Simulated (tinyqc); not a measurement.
Screening unbinds the donor: static screening by free carriers.

kF = (3 pi^2 n/Mv)^(1/3), EF = c kF^2/m with c = hbar^2/2m0, n in 1/angstrom^3 (1e-24 per 1/cm^3), e2 = e^2/(4 pi eps0). Thomas-Fermi: qTF^2 = 6 pi e2 n/(eps EF). Debye: qD^2 = 4 pi e2 n/(eps kB T).

F_j(eta) = (1/Gamma(j + 1)) integral_0^infinity x^j dx/(1 + exp(x - eta)), which tends to exp(eta) for eta << 0.

At finite T: qs^2 = qD^2 F_-1/2(eta)/F_1/2(eta), where n = Mv N F_1/2(eta) and N = 2 (m kB T/(4 pi c))^(3/2) with c = hbar^2/2m0, in 1/angstrom^3; times 1e24 for 1/cm^3.

Donor in the screened potential -(e2/eps) exp(-qs r)/r with the trial function exp(-r/a): E(a) = c/(m a^2) - (e2/eps) 4/(a (2 + qs a)^2), e2 = e^2/(4 pi eps0), c = hbar^2/2m0; isotropic mass.

Constants: hbar^2/2m0 = 3.80998211 eV angstrom^2; e^2/(4 pi eps0) = 14.39964547 eV angstrom; kB = 8.617333262e-05 eV/K; a0 (Bohr radius) = 0.5291772105 angstrom.

Inputs chosen for the exercise (near those of InP; shifted at random, so the results belong to these values and not to a real crystal):
- m = 0.0777 m0 (mass of one isotropic valley)
- Mv = 1 (valleys)
- eps = 12.8 (background dielectric constant)
- T = 77 K

All carriers n are taken as free and screen with qs(T); E(a) is minimised over a; a dash marks no bound state. aB = a0 eps/m.

Donor level:

| n (1/cm^3) | n^(1/3) aB | qs aB | E (meV) | a/aB |
|---|---|---|---|---|
| 1.0e+13 | 0.019 | 0.013 | -6.29 | 1.000 |
| 1.0e+14 | 0.040 | 0.040 | -5.95 | 1.001 |
| 5.0e+14 | 0.069 | 0.090 | -5.37 | 1.005 |
| 2.0e+15 | 0.110 | 0.179 | -4.42 | 1.020 |
| 4.0e+15 | 0.138 | 0.252 | -3.73 | 1.038 |
| 1.0e+16 | 0.188 | 0.393 | -2.60 | 1.090 |
| 3.0e+16 | 0.271 | 0.650 | -1.09 | 1.255 |
| 6.0e+16 | 0.341 | 0.867 | -0.29 | 1.549 |

aB = 87.2 angstrom

What does the comparison show, and why?

The level rises from -6.29 meV at the lowest density to -0.29 meV at 6e+16 1/cm^3, against -6.45 meV unscreened. It stays bound over this range. This trial function loses binding at qs aB = 1 and the exact Yukawa problem at 1.19; the Mott rule of thumb is n^(1/3) aB = 0.26, which the last bound row of this table passes: the rule belongs to low temperature, and thermal carriers screen more weakly.

Run: tinyqc, `OMP_NUM_THREADS=1 python tinyqc.py 1650778 1650779 out.jsonl`; Intel(R) Xeon(R) Processor @ 2.30GHz, one thread, shared host; about 0.01 s of CPU time with all checks.
